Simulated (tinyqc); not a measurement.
Changing the dielectric constant eps: effective-mass impurity with a central-cell term, in a basis of Slater functions. Computed by tinyqc, a small Python program. Command: `OMP_NUM_THREADS=1 python tinyqc.py 3024355 3024356 out.jsonl centralcell sweep`. One thread of a shared host (Intel(R) Xeon(R) Processor @ 2.30GHz), about 0.01 s of CPU time with the checks.

The envelope obeys H = -nabla^2 - (2/r) [Z + A exp(-kappa r)] in effective units, with kappa = a*/lambda; positive A deepens the well near the core.

Inputs (values chosen for the exercise, for a model semiconductor):
```
quantity,value,unit
effective mass m,0.224,m_0
charge Z of the core,2,-
central-cell strength A,2.8,-
central-cell range lambda,2.3,angstrom
```

Impurity: acceptor, one isotropic band.

Constants: Ry = 13.605693123 eV; a_0 = 0.529177210903 angstrom.

Method:
- Units: Ry* = Ry m/eps^2 and a* = a_0 eps/m, with m in m_0.
- kappa = a*/lambda; the hydrogenic ground state is bound by Z^2 Ry*.
- For s functions exp(-zeta r), with s = zeta_i + zeta_j: S = 2/s^3, T = zeta_i zeta_j S, V = -2 Z/s^2, W = -2 A/(s + kappa)^2; each function is normalised by dividing by sqrt(S_ii S_jj).
- Large basis: zeta_i = 0.06 x 1.6^(i-1), i = 1..22, same formulas; for p functions r exp(-zeta r): S = 24/s^5, T = zeta_i zeta_j S (centrifugal term included), V = -12 Z/s^4, W = -12 A/(s + kappa)^4; overlap eigenvalues below 1e-11 are dropped.
- Binding energies are -E Ry*; the effective quantum number is nu = Z/sqrt(-E); |psi(0)|^2 is given relative to the hydrogenic Z^3/(pi a*^3).

One run for each value:
```
dielectric constant eps,1s binding energy (meV),hydrogenic binding energy (meV),2p binding energy (meV),a* (angstrom)
8.0,292.09,190.48,47.829,18.899
9.3,198.40,140.95,35.331,21.970
11.0,130.82,100.75,25.225,25.986
13.0,87.80,72.13,18.049,30.711
15.0,63.11,54.18,13.552,35.436
17.0,47.64,42.18,10.549,40.161
20.0,33.35,30.48,7.621,47.248
24.0,22.56,21.16,5.292,56.698
```

What does the table show, and why?

Over the rows, 1s binding energy (meV) falls from 292 to 22.6 (exponent d ln y / d ln x -2.6 between the first rows and -2.1 between the last); hydrogenic binding energy (meV) falls from 190 to 21.2 (exponent d ln y / d ln x about -2.0 throughout); 2p binding energy (meV) falls from 47.8 to 5.29 (exponent d ln y / d ln x about -2.0 throughout). The exponent of 2p binding energy stays between -2.01 and -2.00, near -2: a hydrogenic level scales as m/eps^2. The exponent of a* stays at 1: a* = a_0 eps/m.

Caution (rows 8.00): the density at the core is many times hydrogenic, so the result hangs on the model potential inside one cell, where the envelope picture is weak.
